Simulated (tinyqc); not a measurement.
Resistance of a source-drain extension with a graded tip: one step of the calculation.

y runs along the channel, the gate covers y > 0. The doping is N0 for y < y0 and N0 10^(-(y - y0)/la) beyond, uniform over the depth xj. Sheet conductance s(y) = q mu(N) max(N - Nch, 0) xj + (for y > 0) ma Cox Vo, with mu(N) = u0 + (u1 - u0)/(1 + (N/Nr)^au) and Cox = eps0 eox/tox. Current is taken as one-dimensional; depletion of the tip, spreading and the contact are left out. The metallurgical junction lies at yj, where N = Nch.

Question. Resistance of the overlapped part. Midpoint rule on 8 equal steps from 0 to yj: R_ov = sum h/s(y), per width.

Inputs (values chosen for the exercise); mobility law close to that of holes in silicon: relative permittivity of the gate insulator (close to silicon dioxide) eox = 3.9; insulator thickness tox = 3.7 nm; active doping of the extension far from the gate N0 = 1.1e20 cm^-3; lateral abruptness la = 4.5 nm/decade; position under the gate where the fall begins (gate edge at 0) y0 = 4.2 nm; depth of the extension xj = 6 nm; channel doping Nch = 7e17 cm^-3; gate overdrive Vo = 0.84 V; mobility of the gate-induced layer ma = 100 cm^2/(V s); mobility at low doping u1 = 470.5 cm^2/(V s); mobility at high doping u0 = 44.9 cm^2/(V s); reference doping Nr = 2.23e17 cm^-3; exponent au = 0.719.

Constants: q = 1.602176634e-19 C, eps0 = 8.8541878128e-14 F/cm where lengths are in cm. Results are converted to the units shown.

Find: y; N; doped conductance; sheet resistance; R_ov.

Answer.

```
point,y (nm),N (cm^-3),doped conductance (uS),sheet resistance (ohm/square)
0,0.88021,1.1000e20,522.95,1662.9
1,2.6406,1.1000e20,522.95,1662.9
2,4.4010,9.9247e19,475.00,1807.0
3,6.1615,4.0319e19,208.73,3482.8
4,7.9219,1.6380e19,95.617,5746.7
5,9.6823,6.6544e18,45.203,8090.7
6,11.443,2.7034e18,20.334,10129
7,13.203,1.0982e18,5.6484,11899
```

R_ov = 78.304 ohm um

Computed by the program tinyqc: `OMP_NUM_THREADS=1 python tinyqc.py 2282186 2282187 out.jsonl`, one thread of a shared Intel Xeon 2.30GHz, about 0.03 s for the whole run.
